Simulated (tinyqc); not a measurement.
Stress in a transistor channel from embedded alloy regions, liners and fins, by half-space elasticity: one step, computed by the program tinyqc. Command: `OMP_NUM_THREADS=1 python tinyqc.py 3025710 3025711 out.jsonl stressor walk`. One thread of a shared host (Intel(R) Xeon(R) Processor @ 2.30GHz), about 0.01 s of CPU time with the checks.

Plane strain in an isotropic half-space, the same constants everywhere; x along the channel from its centre, y downwards from the free surface; stress is positive in tension.

Task: Closed form at the surface. At x = y = 0 the integral is s_xx = -(4/pi) [E e/(1 - nu)] [arctan(2 d/L) - arctan(d/(L/2 + S))].

Inputs (values chosen for the exercise, modelled on silicon):
```
quantity                   value  unit
Young's modulus E            173   GPa
Poisson ratio nu            0.23     -
channel length L              66    nm
length of each stressor S     90    nm
recess depth d                15    nm
```

Stressor: Si(1-x)C(x) source and drain.

misfit e = -0.010718

Give: s_xx at the surface.

Result:

s_xx at the surface = 936.0 MPa

For fixed L and S it is largest at d = sqrt((L/2)(L/2 + S)) = 63.7 nm; d is short of that.
